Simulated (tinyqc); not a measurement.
MOS capacitor with interface traps: C-V stretch-out, conductance peak and subthreshold swing: one step, computed by the program tinyqc. Command: `OMP_NUM_THREADS=1 python tinyqc.py 3025974 3025975 out.jsonl mostraps walk`. One thread of a shared host (Intel(R) Xeon(R) Processor @ 2.30GHz), about 0.01 s of CPU time with the checks.

Energies at the interface are counted from the valence band. psi > 0 means bending towards depletion, so the surface potential is +psi. Boltzmann statistics, full ionisation, no quantum confinement. Traps are neutral when filled up to E_n, with a sharp (zero-temperature) occupation.

Question. Charges at the given band bending. With u = psi/k_B T and r = (n_i/N)^2: F = sqrt(exp(-u) + u - 1 + r (exp(u) - u - 1)); Q_s = -sign(u) sqrt(2) eps_s eps_0 (k_B T/e) F/L_D; C_s = (eps_s eps_0/(sqrt(2) L_D)) |1 - exp(-u) + r (exp(u) - 1)|/F; at high frequency, below strong inversion, the terms in r are dropped. D(E) = D_0 + D_1 exp(-(E - E_p)^2/2 w^2). E_F at the interface is E_s = E_F + psi; Q_it = -e int from E_n to E_s of D(E) dE; C_it = e D(E_s) (per volt); V_G = phi_ms + psi - (Q_s + Q_it + e N_f)/C_ox.

Inputs (values chosen for the exercise, modelled on germanium, with an insulator like SiO2):
```
quantity                              value         unit
dielectric constant eps_s              16.6            -
doping N                            1.9e+17        cm^-3
work-function difference phi_ms        0.12            V
fixed charge N_f                    4.8e+11        cm^-2
trap density D_0                      2e+12  cm^-2 eV^-1
neutrality level E_n                  0.422           eV
band bending towards depletion psi     0.29            V
temperature T                           350            K
peak density D_1                    8.3e+12  cm^-2 eV^-1
peak width w                          0.087           eV
peak position E_p                     0.236           eV
```

Substrate: p-type. Trap spectrum: flat plus a Gaussian peak.

k_B T = 0.03016067 eV

n_i = 1.724962e+14 cm^-3

Debye length L_D = 12.06749 nm

bulk E_F = 0.1065052 eV

C_ox = 0.3952762 microF/cm^2

Constants: eps_0 = 8.8541878128e-12 F/m; e = 1.602176634e-19 C.

Give: E_s; Q_s; C_s; C_s at high frequency; D(E_s); Q_it; C_it; gate voltage V_G.

Answer.

E_s = 0.39651 eV

Q_s = -0.15260 microC/cm^2

C_s = 0.29681 microF/cm^2

C_s at high frequency = 0.29340 microF/cm^2

D(E_s) = 3.5135e+12 cm^-2 eV^-1

Q_it = 0.012887 microC/cm^2

C_it = 0.56293 microF/cm^2

gate voltage V_G = 0.56889 V

The traps hold positive charge because E_s lies below E_n.
